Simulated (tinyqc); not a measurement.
Length of a molecular wire: coherent transport through a tight-binding bridge. Computed by the program tinyqc. T = Gamma_L Gamma_R |G_1n|^2 with the self-energies of semi-infinite chains.

A uniform bridge between two chains:
```
parameter                        value
site energy (eV)              1.870000
hopping in the bridge (eV)    1.430000
lead hopping (eV)             2.250000
couplings (eV)              1.08, 0.49
E (eV)                        0.090000
```

Transmission against length:
```
sites           T     ln T
2      1.8601e-01  -1.6820
3      2.6637e-01  -1.3229
4      6.4930e-02  -2.7344
6      5.6755e-01  -0.5664
7      1.0101e-01  -2.2925
8      6.1553e-02  -2.7879
9      1.9052e-01  -1.6580
10     2.5923e-01  -1.3500
```

Estimate the missing row, sites = 5.

Computed row:
```
sites           T     ln T
5      8.4924e-02  -2.4660
```

E lies inside the band of the bridge (|E - e|/2h = 0.622 < 1): T does not decay but oscillates with length, between 0.062 and 0.568 here, as levels of the bridge pass E.
